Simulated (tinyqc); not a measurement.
Band edges of strained Si(1-x)Ge(x) on relaxed Si(1-y)Ge(y): sweeps and comparisons. A value that a table varies takes the place of the one given here.

Values are linear in the Ge fraction but for ED(x) = linear - CD x (1 - x) and a(x) = linear - Ca x (1 - x). Energies are on the common scale of Ev.

Coherent growth on a (111) face: e_par = (a(y) - a(x))/a(x), e_perp = -(2 C11 + 4 C12 - 4 C44)/(C11 + 2 C12 + 4 C44) e_par; exx = eyy = ezz = (2 e_par + e_perp)/3 and exy = eyz = ezx = (e_perp - e_par)/3.

A valley with unit axis u lies at Ev + gap + (av + a_valley) tr(e) + Xu (u.e.u - tr(e)/3); the Delta axes are x, y, z and the L axes [111], [1-1-1], [-11-1], [-1-11]. The second-order shift of the Delta valleys under shear is left out; it lowers the pair normal to the sheared plane by tens of meV at a shear of 1 %.

Valence edges: Ev plus the levels of the 6 x 6 matrix of X, Y, Z times spin with -Dso/3 + l exx + m (eyy + ezz) on the diagonal (cyclic), n exy off it, l = av + 2 b, m = av - b, n = sqrt(3) d. Spin-orbit term (Dso/3) L.sigma on X, Y, Z with (L_k)_ij = -i epsilon_kij: <X+|H|Y+> = -i Dso/3, <X+|H|Z-> = Dso/3, <Y+|H|Z-> = -i Dso/3, <Z+|H|X-> = -Dso/3, <Z+|H|Y-> = i Dso/3, <X-|H|Y-> = i Dso/3, and their conjugates; + and - are the spin along z.

Coherent growth: e_par = (a(y) - a(x))/a(x). (001): e_perp = -2 (C12/C11) e_par; exx = eyy = e_par, ezz = e_perp, no shear. (111): e_perp = -(2 C11 + 4 C12 - 4 C44)/(C11 + 2 C12 + 4 C44) e_par; exx = eyy = ezz = (2 e_par + e_perp)/3 and exy = eyz = ezx = (e_perp - e_par)/3. (110): e_perp = -(C11 + 3 C12 - 2 C44)/(C11 + C12 + 2 C44) e_par; exx = eyy = (e_par + e_perp)/2, ezz = e_par, exy = (e_perp - e_par)/2, eyz = ezx = 0.

Values chosen for the exercise (end members near Si and Ge, in this order; not measured data): a = (5.423, 5.653) angstrom (lattice constant); Dso = (0.044, 0.293) eV (spin-orbit splitting); av = (2.47, 1.25) eV (valence hydrostatic potential); b = (-2.08, -2.57) eV (tetragonal shear potential); d = (-4.8, -5.29) eV (trigonal shear potential); C11 = (166.4, 128.3) GPa; C12 = (63.9, 48.5) GPa; C44 = (78.7, 67.2) GPa; Ev = (0, 0.64) eV (top of the unstrained valence band); ED = (1.177, 0.932) eV (gap to the Delta valleys); EL = (1.98, 0.727) eV (gap to the L valleys); aD = (1.81, 1.26) eV (hydrostatic potential of the Delta gap); aL = (-2.83, -2.91) eV (hydrostatic potential of the L gap); XuD = (9.16, 9.48) eV (uniaxial potential, Delta); XuL = (16.54, 15.56) eV (uniaxial potential, L); CD = 0.216 eV (bowing of the Delta gap); Ca = 0 angstrom (bowing of the lattice constant); face = 111 (growth face); y = 0.62 (Ge fraction of the relaxed buffer); x = 1 (Ge fraction of the layer).

## Composition of the layer

The buffer is kept. dEc = Ec(buffer) - Ec(layer), dEv = Ev(layer) - Ev(buffer); buffer edges Ev(y) and Ev(y) + min(ED, EL). The digit behind Delta or L counts whole valleys.

Results:
```
x     e_par (%)  lowest valleys  gap (eV)  next valleys above (meV)  valence splitting (meV)  dEc (eV)  dEv (eV)
0.07       2.33          Delta6     1.040                       211                      264     0.030    -0.096
0.20       1.77          Delta6     1.021                       234                      192     0.041    -0.087
0.34       1.17          Delta6     1.004                       246                      119     0.040    -0.071
0.47       0.62          Delta6     0.991                       245                       58     0.028    -0.045
0.60       0.08          Delta6     0.977                       232                        7     0.005    -0.007
0.73      -0.45          Delta6     0.927                       119                       34    -0.030     0.078
0.87      -1.02              L3     0.846                        29                       70    -0.051     0.179
1.00      -1.55              L3     0.663                       173                       97     0.035     0.276
```

The gap is 1.040 eV in the first row and 0.663 eV in the last. The lowest valleys change: Delta6 to L3 between x = 0.73 and 0.87. Per 0.1 of x the valence offset moves by +40 meV on average; the conduction offset lies between -51 and +41 meV, not monotonically. Both carriers sit on one side for x = 1.00, and on opposite sides elsewhere. Offsets below about 30 meV are within the spread of parameter sets, so those rows do not settle the type. Strains above 2 % can be kept only in layers of a few nanometres.

## Composition of the buffer

The layer is kept. dEc = Ec(buffer) - Ec(layer), dEv = Ev(layer) - Ev(buffer); buffer edges Ev(y) and Ev(y) + min(ED, EL). The digit behind Delta or L counts whole valleys.

Results:
```
y     e_par (%)  lowest valleys  gap (eV)  next valleys above (meV)  valence splitting (meV)  dEc (eV)  dEv (eV)
0.45      -2.24              L3     0.634                       159                      121    -0.020     0.400
0.53      -1.91              L3     0.647                       165                      111     0.004     0.342
0.61      -1.59              L3     0.661                       172                       99     0.032     0.284
0.69      -1.26              L3     0.675                       179                       84     0.062     0.225
0.76      -0.98              L3     0.686                       185                       69     0.091     0.174
0.84      -0.65              L3     0.700                       123                       49     0.111     0.116
0.92      -0.33              L3     0.713                        62                       26     0.056     0.058
```

The gap is 0.634 eV in the first row and 0.713 eV in the last. The lowest valleys are L3 throughout. Per 0.1 of y the valence offset moves by -73 meV on average; the conduction offset lies between -20 and +111 meV, not monotonically. Both carriers sit on one side for y = 0.53, 0.61, 0.69, 0.76, 0.84 and 0.92, and on opposite sides elsewhere. Offsets below about 30 meV are within the spread of parameter sets, so those rows do not settle the type. Strains above 2 % can be kept only in layers of a few nanometres.

## The same layer on three faces

dEc = Ec(buffer) - Ec(layer), dEv = Ev(layer) - Ev(buffer); buffer edges Ev(y) and Ev(y) + min(ED, EL). The digit behind Delta or L counts whole valleys.

Results:
```
face   e_par (%)  lowest valleys  gap (eV)  next valleys above (meV)  valence splitting (meV)  dEc (eV)  dEv (eV)  Delta spread (meV)  L spread (meV)
(001)      -1.55              L4     0.713                        39                      102    -0.028     0.289                 257               0
(111)      -1.55              L3     0.663                       173                       97     0.035     0.276                   0             293
(110)      -1.55              L2     0.615                       150                       99     0.080     0.279                 106             232
```

On (001) only the Delta valleys split (257 meV), on (111) only the L valleys (293 meV), on (110) both (106 and 232 meV). The lowest valleys are L4 on (001), L3 on (111) and L2 on (110); the smallest gap is 0.615 eV on (110) and the largest 0.713 eV on (001).

## What each parameter does

dEc = Ec(buffer) - Ec(layer), dEv = Ev(layer) - Ev(buffer); buffer edges Ev(y) and Ev(y) + min(ED, EL). Each row changes one parameter from the base and keeps the others.

Results:
```
case                       gap (eV)  valence splitting (meV)  dEc (eV)  dEv (eV)
base                         0.6627                     97.1    0.0353    0.2763
x = 0.97                     0.7049                     91.1    0.0157    0.2536
y = 0.65                     0.6678                     91.8    0.0464    0.2544
CD = 0.266 eV                0.6627                     97.1    0.0235    0.2763
Ev = (0, 0.736) eV           0.6627                     97.1   -0.0012    0.3127
d = (-5.52, -6.084) eV       0.6530                    106.3    0.0353    0.2859
XuL = (19.021, 17.894) eV    0.6517                     97.1    0.0462    0.2763
aL = (-3.254, -3.346) eV     0.6737                     97.1    0.0243    0.2763
aD = (2.081, 1.449) eV       0.6627                     97.1    0.0353    0.2763
```

The largest shifts from the base row, up to three for each result and ties (the steps differ in size, so this ranks the rows, not the parameters). gap (eV): x +0.0422, aL +0.0110, XuL -0.0110; unchanged at the printed digits by CD, Ev and aD. valence splitting (meV): d +9.1, x -6.0, y -5.3; unchanged at the printed digits by CD, Ev, XuL, aL and aD. dEc (eV): Ev -0.0365, x -0.0196, CD -0.0118; unchanged at the printed digits by d and aD. dEv (eV): Ev +0.0365, x -0.0226, y -0.0218; unchanged at the printed digits by CD, XuL, aL and aD. The lowest valleys of the layer are L3, so among the conduction-band potentials only those of that family reach the gap and dEc; the buffer is unstrained. A shift large enough to swap the lowest family would change that.

Computed by tinyqc, a small Python program: `OMP_NUM_THREADS=1 python tinyqc.py 1051535 1051536 out.jsonl` (the numbers bound the seed that draws the inputs); one thread of a shared host (Intel(R) Xeon(R) Processor @ 2.30GHz), about 0.02 s for the whole set of steps.
